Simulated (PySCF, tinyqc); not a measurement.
Inside a calculation. Method: FCI on RHF in the sto-6g basis, frozen core, for BeH+, spin multiplicity 1. The lowest restricted solution is unstable here: a spin-polarised one lies 0.0298 hartree lower (PySCF). Computed by tinyqc, a small Python program that keeps every step (integrals from PySCF). Settings: charge = 1, multiplicity = 1, basis = sto-6g, method = RHF, frozen orbitals = 1, energy threshold = 1e-10, iteration cap = 68, orthogonalisation = canonical, start = atomic densities, DIIS depth = 6, ci = FCI. Command: `OMP_NUM_THREADS=1 python tinyqc.py 28254 28255 out.jsonl` (the two numbers bound the seeds that draw the settings). One thread of a shared host (Intel(R) Xeon(R) Processor @ 2.60GHz), about 0.2 s of CPU time with the checks. The early iterations of the SCF are left out here.

## One-electron integrals

Geometry (angstrom):

| atom | x | y | z |
|---|---|---|---|
| Be | 0.000000 | 0.000000 | 0.000000 |
| H | 0.000000 | 0.000000 | 2.077000 |

Basis sto-6g: exponents (1/bohr^2) and contraction coefficients of normalised primitives:

| element | l (shell) | exponent | coefficient |
|---|---|---|---|
| Be | s (1) | 312.870494 | 0.009164 |
| Be | s (1) | 57.364463 | 0.049361 |
| Be | s (1) | 16.048509 | 0.168538 |
| Be | s (1) | 5.513096 | 0.370563 |
| Be | s (1) | 2.140897 | 0.416492 |
| Be | s (1) | 0.881739 | 0.130334 |
| Be | s (2) | 13.633247 | -0.013253 |
| Be | s (2) | 2.698375 | -0.046992 |
| Be | s (2) | 0.838653 | -0.033785 |
| Be | s (2) | 0.322660 | 0.250242 |
| Be | s (2) | 0.140131 | 0.595117 |
| Be | s (2) | 0.064233 | 0.240706 |
| Be | p (3) | 13.633247 | 0.003760 |
| Be | p (3) | 2.698375 | 0.037679 |
| Be | p (3) | 0.838653 | 0.173897 |
| Be | p (3) | 0.322660 | 0.418036 |
| Be | p (3) | 0.140131 | 0.425860 |
| Be | p (3) | 0.064233 | 0.101708 |
| H | s (1) | 35.523221 | 0.009164 |
| H | s (1) | 6.513144 | 0.049361 |
| H | s (1) | 1.822143 | 0.168538 |
| H | s (1) | 0.625955 | 0.370563 |
| H | s (1) | 0.243077 | 0.416492 |
| H | s (1) | 0.100112 | 0.130334 |

Overlap, kinetic and nuclear-attraction integrals over the contracted functions; the nuclear repulsion is the sum of Za Zb / Rab.

nuclear repulsion = 1.01911836 hartree

overlap S, lower triangle:
```
           1Be 1s    1Be 2s   1Be 2px   1Be 2py   1Be 2pz     2H 1s
1Be 1s   1.000000
1Be 2s   0.254764  1.000000
1Be 2px  0.000000  0.000000  1.000000
1Be 2py  0.000000  0.000000  0.000000  1.000000
1Be 2pz  0.000000  0.000000  0.000000  0.000000  1.000000
2H 1s    0.013638  0.213655  0.000000  0.000000  0.287134  1.000000
```

kinetic energy T (hartree), lower triangle:
```
            1Be 1s    1Be 2s   1Be 2px   1Be 2py   1Be 2pz     2H 1s
1Be 1s    6.768753
1Be 2s   -0.207382  0.220121
1Be 2px   0.000000  0.000000  0.661265
1Be 2py   0.000000  0.000000  0.000000  0.661265
1Be 2pz   0.000000  0.000000  0.000000  0.000000  0.661265
2H 1s    -0.005757  0.002156  0.000000  0.000000  0.034575  0.768522
```

nuclear attraction V (hartree), lower triangle:
```
             1Be 1s     1Be 2s    1Be 2px    1Be 2py    1Be 2pz      2H 1s
1Be 1s   -14.969571
1Be 2s    -1.715642  -2.553069
1Be 2px    0.000000   0.000000  -2.536159
1Be 2py    0.000000   0.000000   0.000000  -2.536159
1Be 2pz   -0.007891  -0.078271   0.000000   0.000000  -2.586574
2H 1s     -0.098346  -0.452443   0.000000   0.000000  -0.596275  -2.258325
```

core Hamiltonian H = T + V (hartree), lower triangle:
```
            1Be 1s     1Be 2s    1Be 2px    1Be 2py    1Be 2pz      2H 1s
1Be 1s   -8.200818
1Be 2s   -1.923024  -2.332948
1Be 2px   0.000000   0.000000  -1.874894
1Be 2py   0.000000   0.000000   0.000000  -1.874894
1Be 2pz  -0.007891  -0.078271   0.000000   0.000000  -1.925309
2H 1s    -0.104103  -0.450287   0.000000   0.000000  -0.561700  -1.489803
```

## Two-electron integrals

Functions are numbered as in S; the eight-fold symmetry (ij|kl) = (ji|kl) = (kl|ij) leaves the list below.

Two-electron integrals (ij|kl) in chemists' order, unique and non-zero (hartree):
```
(11|11) 2.299996   (21|11) 0.361879   (21|21) 0.071926   (22|11) 0.570332
(22|21) 0.139654   (22|22) 0.417773   (31|31) 0.015252   (32|31) 0.022555
(32|32) 0.092340   (33|11) 0.570332   (33|21) 0.139654   (33|22) 0.417773
(33|33) 0.450117   (41|41) 0.015252   (42|41) 0.022555   (42|42) 0.092340
(43|43) 0.024258   (44|11) 0.570332   (44|21) 0.139654   (44|22) 0.417773
(44|33) 0.401601   (44|44) 0.450117   (51|51) 0.015252   (52|51) 0.022555
(52|52) 0.092340   (53|53) 0.024258   (54|54) 0.024258   (55|11) 0.570332
(55|21) 0.139654   (55|22) 0.417773   (55|33) 0.401601   (55|44) 0.401601
(55|55) 0.450117   (61|11) 0.019486   (61|21) 0.003783   (61|22) 0.007394
(61|33) 0.007332   (61|44) 0.007332   (61|51) 0.000380   (61|52) 0.000761
(61|55) 0.007517   (61|61) 0.000211   (62|11) 0.079290   (62|21) 0.019917
(62|22) 0.069286   (62|33) 0.066410   (62|44) 0.066410   (62|51) 0.002613
(62|52) 0.018333   (62|55) 0.075038   (62|61) 0.001177   (62|62) 0.021567
(63|31) 0.001427   (63|32) 0.007489   (63|53) 0.002736   (63|63) 0.001406
(64|41) 0.001427   (64|42) 0.007489   (64|54) 0.002736   (64|64) 0.001406
(65|11) 0.097517   (65|21) 0.024697   (65|22) 0.088960   (65|33) 0.084020
(65|44) 0.084020   (65|51) 0.004127   (65|52) 0.028376   (65|55) 0.098841
(65|61) 0.001503   (65|62) 0.030907   (65|65) 0.044915   (66|11) 0.254672
(66|21) 0.064860   (66|22) 0.250491   (66|33) 0.235789   (66|44) 0.235789
(66|51) 0.007837   (66|52) 0.074214   (66|55) 0.279891   (66|61) 0.003851
(66|62) 0.110181   (66|65) 0.164931   (66|66) 0.774999
```

## Orthogonalisation

S = U s U^T; canonical form X = U s^(-1/2), so that X^T S X = 1. Each column of U has its largest component positive (the first on a tie).

eigenvalues of S: 0.606481  0.810843  1.000000  1.000000  1.177368  1.405307

X:
```
                 1          2         3          4          5         6
1Be 1s    0.431655   0.695444  0.000000   0.000000   0.552475  0.310484
1Be 2s   -0.709114  -0.495440  0.000000   0.000000   0.402035  0.466407
1Be 2px   0.000000   0.000000  0.062474   0.998047   0.000000  0.000000
1Be 2py   0.000000   0.000000  0.998047  -0.062474   0.000000  0.000000
1Be 2pz  -0.577428   0.592954  0.000000   0.000000  -0.526166  0.364531
2H 1s     0.791368  -0.390623  0.000000   0.000000  -0.325023  0.514558
```

Within a degenerate level the vectors are fixed only up to a rotation; this is one choice.

## Starting guess

The start is atomic minimal-basis densities projected into this basis (PySCF's MINAO start) and scaled to the electron count of each spin; this density is not idempotent, so its energy is not variational and may lie below the converged one.

D at the start, lower triangle:
```
            1Be 1s     1Be 2s   1Be 2px   1Be 2py   1Be 2pz     2H 1s
1Be 1s    1.722343
1Be 2s   -0.420564   1.666689
1Be 2px   0.000000   0.000000  0.000000
1Be 2py   0.000000   0.000000  0.000000  0.000000
1Be 2pz   0.005583  -0.015690  0.000000  0.000000  0.001089
2H 1s    -0.024528   0.100374  0.000000  0.000000  0.025794  0.767135
```

## Iteration 9 (converged): orbitals

converged F (hartree), lower triangle:
```
            1Be 1s     1Be 2s    1Be 2px    1Be 2py    1Be 2pz      2H 1s
1Be 1s   -5.037650
1Be 2s   -1.351753  -0.804441
1Be 2px   0.000000   0.000000  -0.115652
1Be 2py   0.000000   0.000000   0.000000  -0.115652
1Be 2pz   0.014154  -0.076106   0.000000   0.000000  -0.189601
2H 1s    -0.072462  -0.290821   0.000000   0.000000  -0.253303  -0.374443
```

Diagonalise F' = X^T F X, C = X C', fill 2 alpha and 2 beta electrons from the bottom; D = 2 C_occ C_occ^T. Each column has its largest component positive (the first on a tie).

F' = X^T F X (hartree), lower triangle:
```
           1          2          3          4          5          6
1  -0.374334
2  -0.820534  -1.725648
3   0.000000   0.000000  -0.115652
4   0.000000   0.000000   0.000000  -0.115652
5  -0.779932  -1.782549   0.000000   0.000000  -2.320836
6  -0.489273  -1.030446   0.000000   0.000000  -1.355746  -1.456906
```

orbital energies (hartree): MO1 -5.038786, MO2 -0.609483, MO3 -0.249433, MO4 -0.115652, MO5 -0.115652, MO6 0.019978

coefficients C:
```
               MO1        MO2        MO3        MO4       MO5        MO6
1Be 1s    0.995766  -0.198399  -0.187231   0.000000  0.000000  -0.075030
1Be 2s    0.016209   0.709790   0.716326   0.000000  0.000000   0.332090
1Be 2px   0.000000   0.000000   0.000000  -0.031073  0.999517   0.000000
1Be 2py   0.000000   0.000000   0.000000   0.999517  0.031073   0.000000
1Be 2pz  -0.002323   0.229972  -0.528978   0.000000  0.000000   0.872950
2H 1s    -0.001337   0.507461  -0.488853   0.000000  0.000000  -0.807937
```

D after iteration 9, lower triangle:
```
            1Be 1s    1Be 2s   1Be 2px   1Be 2py   1Be 2pz     2H 1s
1Be 1s    2.061824
1Be 2s   -0.249363  1.008128
1Be 2px   0.000000  0.000000  0.000000
1Be 2py   0.000000  0.000000  0.000000  0.000000
1Be 2pz  -0.095879  0.326388  0.000000  0.000000  0.105785
2H 1s    -0.204024  0.720338  0.000000  0.000000  0.233410  0.515038
```

Within a degenerate level the vectors are fixed only up to a rotation; this is one choice.

## Convergence

Stop when the energy changes by less than 1e-10 hartree and every element of the error matrix X^T (F D S - S D F) X is below 3e-06.

Course of the cycle:

| iteration | E (hartree) | change | largest element of the error matrix |
|---|---|---|---|
| 1 | -12.71871621 | - | 1.10e-01 |
| 2 | -14.66247366 | -1.94e+00 | 1.12e-01 |
| 3 | -14.68732072 | -2.48e-02 | 9.11e-02 |
| 4 | -14.72322524 | -3.59e-02 | 1.58e-02 |
| 5 | -14.72439061 | -1.17e-03 | 1.19e-03 |
| 6 | -14.72440103 | -1.04e-05 | 1.08e-04 |
| 7 | -14.72440104 | -1.48e-08 | 6.50e-05 |
| 8 | -14.72440107 | -2.44e-08 | 2.56e-06 |
| 9 | -14.72440107 | -2.61e-11 | 6.29e-08 |

PySCF RHF in the same basis = -14.72440107 hartree

Converged in 9 iterations.

## Populations, bond orders and dipole

Mulliken: Z minus the diagonal of D S on the atom; Loewdin: the same with S^(1/2) D S^(1/2); Mayer order: 2 sum_s sum (D(s) S)_ij (D(s) S)_ji over the two atoms.

Charges (e):

| atom | Mulliken | Loewdin |
|---|---|---|
| 1Be | 0.733179 | 0.744327 |
| 2H | 0.266821 | 0.255673 |

Mayer bond orders:

| pair | order |
|---|---|
| 2-1 | 0.928806 |

dipole moment about the origin, x y z (debye): 0.000000  0.000000  -0.231000

## Integrals over molecular orbitals

(pq|rs) = sum C_ip C_jq C_kr C_ls (ij|kl), one index at a time.

one-electron integrals over orbitals h = C^T H C (hartree), lower triangle:
```
           1          2          3          4          5          6
1  -8.193887
2   0.185321  -1.901364
3   0.191242  -0.135858  -1.799955
4   0.000000   0.000000   0.000000  -1.874894
5   0.000000   0.000000   0.000000   0.000000  -1.874894
6   0.050397  -0.246389   0.132943   0.000000   0.000000  -1.670292
```

Two-electron integrals over orbitals (pq|rs), unique and non-zero (hartree); the lowest 1 orbital is frozen and left out:
```
(22|22) 0.421508    (32|22) -0.058779   (32|32) 0.086057    (33|22) 0.336284
(33|32) 0.019349    (33|33) 0.399000    (42|42) 0.048160    (43|42) 0.037098
(43|43) 0.045421    (44|22) 0.341525    (44|32) 0.056957    (44|33) 0.363911
(44|44) 0.450117    (52|52) 0.048160    (53|52) 0.037098    (53|53) 0.045421
(54|54) 0.024258    (55|22) 0.341525    (55|32) 0.056957    (55|33) 0.363911
(55|44) 0.401601    (55|55) 0.450117    (62|22) -0.003229   (62|32) 0.060664
(62|33) -0.012384   (62|44) 0.069889    (62|55) 0.069889    (62|62) 0.109133
(63|22) 0.056161    (63|32) -0.083852   (63|33) -0.033166   (63|44) -0.048899
(63|55) -0.048899   (63|62) -0.061716   (63|63) 0.100486    (64|42) 0.021444
(64|43) 0.003639    (64|64) 0.020844    (65|52) 0.021444    (65|53) 0.003639
(65|65) 0.020844    (66|22) 0.426396    (66|32) -0.057661   (66|33) 0.366636
(66|44) 0.349012    (66|55) 0.349012    (66|62) -0.017179   (66|63) 0.049964
(66|66) 0.455202
```

## FCI: determinants and Hamiltonian

one-electron integrals dressed by the frozen orbital, h + 2 (pq|11) - (p1|1q) (hartree), lower triangle:
```
           2          3          4          5          6
2  -1.030991
3   0.058779  -0.835944
4   0.000000   0.000000  -0.750542
5   0.000000   0.000000   0.000000  -0.750542
6   0.003229  -0.051658   0.000000   0.000000  -0.723681
```

energy of the frozen orbital, 2 h_11 + (11|11) = -14.10304600 hartree

Hartree-Fock energy = -14.72440107 hartree

Slater-Condon rules over spin orbitals, with the nuclear repulsion and the energy of the frozen orbital added and E(HF) subtracted on the diagonal. Only determinants linked to the reference directly or through others are kept (one block of an abelian symmetry group), so some states are absent.

Occupation strings over the orbitals (2 doubly, a alpha, b beta, 0 empty; spin orbitals ordered 1a 1b 2a 2b ...): 220000 2ab000 2a000b 2ba000 2b000a 202000 20a00b 200200 200020 20b00a 200002

H - E(HF) between determinants (hartree), lower triangle:
```
           220000     2ab000     2a000b     2ba000     2b000a     202000     20a00b     200200
220000   0.000000
2ab000   0.000000   0.109823
2a000b   0.000000   0.004503   0.312198
2ba000   0.000000  -0.086057  -0.060664   0.109823
2b000a   0.000000  -0.060664  -0.109133   0.004503   0.312198
202000   0.086057   0.078128  -0.083852  -0.078128   0.083852   0.367585
20a00b   0.060664  -0.083852   0.001118   0.009155   0.061716  -0.084824   0.447485
200200   0.048160   0.037098   0.021444  -0.037098  -0.021444   0.045421   0.003639   0.589506
200020   0.048160   0.037098   0.021444  -0.037098  -0.021444   0.045421   0.003639   0.024258
20b00a  -0.060664   0.009155   0.061716  -0.083852   0.001118   0.084824  -0.100486  -0.003639
200002   0.109133  -0.061716  -0.013951   0.061716   0.013951   0.100486  -0.001694   0.020844

           200020    20b00a    200002
200020   0.589506
20b00a  -0.003639  0.447485
200002   0.020844  0.001694  0.648313
```

## FCI: roots

Diagonalise (each vector has its largest component positive (the first on a tie)); all determinants have Ms = 0, so triplets appear too. The lowest singlet root is the correlation energy.

lowest roots of this matrix, relative to E(HF) (hartree): -0.056112  -0.001664  0.081372  0.182931  0.263091  0.392563  0.483701  0.565248

lowest vectors:
```
           root 1    root 2     root 3     root 4
220000   0.938862  0.000000  -0.148936   0.000000
2ab000   0.031723  0.680673   0.571022  -0.091279
2a000b  -0.062681  0.150279  -0.200857   0.639929
2ba000  -0.031723  0.680673  -0.571022  -0.091279
2b000a   0.062681  0.150279   0.200857   0.639929
202000  -0.244335  0.000000  -0.439158   0.000000
20a00b  -0.129742  0.118745   0.028409  -0.286635
200200  -0.045742  0.000000  -0.021566   0.000000
200020  -0.045742  0.000000  -0.021566   0.000000
20b00a   0.129742  0.118745  -0.028409  -0.286635
200002  -0.105440  0.000000   0.222697   0.000000
```

<S^2> of these roots: 0.000000  2.000000  0.000000  2.000000  0.000000  2.000000  0.000000  0.000000

weight of the ground state by excitation level 0, 1, 2, ...: 0.881462  0.009871  0.108668

The reference has a weight of only 0.88: one determinant is a poor start here. A root of higher spin lies below E(HF).
